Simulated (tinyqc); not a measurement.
# Worked calculation: p-n diode with diffusion and depletion-layer recombination

Program tinyqc, `OMP_NUM_THREADS=1 python tinyqc.py 2260139 2260140 out.jsonl`; Intel Xeon 2.30GHz, shared host, one thread, about 0.01 s. Printed values are rounded.

Abrupt junction in the depletion approximation, low injection, full ionisation, neutral widths fixed, ohmic contact on the p side. Vj is the junction voltage; where a series resistance Rs is given, V = Vj + J Rs is the terminal voltage.

Inputs (values chosen for the exercise); band and dielectric values close to those of silicon: temperature T = 300 K; band gap Eg = 1.14 eV; relative permittivity eps_r = 11.8; conduction-band density of states at T Nc = 2.76e19 cm^-3; valence-band density of states at T Nv = 2.69e19 cm^-3; acceptor density Na = 2.8e16 cm^-3; donor density Nd = 7.7e16 cm^-3; electron mobility in the p side mun = 870 cm^2/(V s); hole mobility in the n side mup = 290 cm^2/(V s); electron lifetime tn = 2e-6 s; hole lifetime tp = 2e-8 s; neutral width of the p side wp = 19 um; neutral width of the n side wn = 250 um; recombination velocity at the n contact Sp = 1e7 cm/s; series resistance Rs = 0.0086 ohm cm^2; trap level above the intrinsic level Et = 0 eV; junction voltage at which recombination is evaluated Vj = 0.3 V; terminal voltage V = 0.68 V.

Constants: q = 1.602176634e-19 C, kB = 1.380649e-23 J/K, Vt = kB T/q, eps0 = 8.8541878128e-14 F/cm where lengths are in cm. Results are converted to the units shown.

## Diffusion lengths and saturation currents

ni = sqrt(Nc Nv) exp(-Eg/(2 Vt)), Eg in volts; D = mu Vt; Ln = sqrt(Dn tn), Lp = sqrt(Dp tp); J0n = q ni^2 Dn coth(wp/Ln)/(Ln Na); J0p = (q ni^2 Dp/(Lp Nd)) (s + tanh(wn/Lp))/(1 + s tanh(wn/Lp)), s = Sp Lp/Dp.

ni = 7.24023e9 cm^-3
Ln = 67.0690 um
Lp = 3.87223 um
J0n = 3.64520e-12 A/cm^2
J0p = 2.11181e-12 A/cm^2

wp/Ln = 0.28 and wn/Lp = 65; electrons carry 63.3 % of the diffusion current.

## Recombination in the depleted layer

ni = sqrt(Nc Nv) exp(-Eg/(2 Vt)), Eg in volts. Vbi = Vt ln(Na Nd/ni^2), W = sqrt(2 eps0 eps_r (Vbi - Vj)(1/Na + 1/Nd)/q), xp = W Nd/(Na + Nd), xn = W Na/(Na + Nd); u(x) = q Na (x + xp)^2/(2 eps0 eps_r) for x < 0 and Vbi - Vj - q Nd (xn - x)^2/(2 eps0 eps_r) for x > 0; p = Na exp(-u/Vt), n = Nd exp((u - Vbi + Vj)/Vt); U = ni^2 (exp(Vj/Vt) - 1)/(tp (n + ni exp(Et/Vt)) + tn (p + ni exp(-Et/Vt))); J_scr = q times the integral of U from -xp to xn. Trapezoid rule on 12 equal steps.

W = 180.053 nm

```
point	x (nm)	u (V)	n (cm^-3)	p (cm^-3)	U (cm^-3 s^-1)
0	-132.039	0.000000	2.05175e8	2.8e16	1.02587e14
1	-117.035	0.004833	2.47355e8	2.32253e16	1.23676e14
2	-102.030	0.019333	4.33422e8	1.32547e16	2.16709e14
3	-87.026	0.043500	1.10381e9	5.20461e15	5.51899e14
4	-72.021	0.077334	4.08574e9	1.40609e15	2.04284e15
5	-57.017	0.120834	2.19807e10	2.61362e14	1.09899e16
6	-42.012	0.174000	1.71871e11	3.34256e13	8.59117e16
7	-27.008	0.236834	1.95326e12	2.94118e12	9.67788e17
8	-12.004	0.309334	3.22634e13	1.78062e11	5.65428e18
9	3.001	0.390776	7.53136e14	7.62797e9	3.80640e17
10	18.005	0.457235	9.84754e15	5.83384e8	2.91666e16
11	33.010	0.497110	4.60469e16	1.24762e8	6.23794e15
12	48.014	0.510401	7.7e16	7.46091e7	3.73038e15
```

J_scr = 1.71641e-6 A/cm^2

With 2000 steps J_scr = 1.538e-6 A/cm^2; the coarse value is 12 % above it. U is largest at x = -12.0 nm among these points; the peak lies where tp n = tn p. On the fine grid U peaks at 5.902e18 cm^-3 s^-1, and J_scr/(q U_max) is 9.03 % of W, the effective width of the recombining zone.

## Starting value

Vj = V/2.

Vj at the start = 0.34 V

## Iteration 1: new Vj

J0 = J0n + J0p = 5.75701e-12 A/cm^2

Diffusion current alone: J = J0 (exp(Vj/Vt) - 1), g = Vj + J Rs - V, g' = 1 + Rs J0 exp(Vj/Vt)/Vt, Vj(new) = Vj - g/g'.

J = 2.96446e-6 A/cm^2
g = -0.340000 V
g' = 1.00000
Vj after iteration 1 = 0.680000 V

## Iteration 2: new Vj

As before.

J = 1.52647 A/cm^2
g = 0.0131273 V
g' = 1.50780
Vj after iteration 2 = 0.671293 V

## Course of the iteration

Stop when the step is below 1e-10 V, or after 80 iterations.

Course of the iteration:
```
iteration	Vj before the step (V)	step (V)
1	0.34	0.340
2	0.680000	-8.71e-3
3	0.671293	-4.90e-4
4	0.670804	-1.23e-6
5	0.670802	-7.72e-12
```

Converged in 5 iterations.
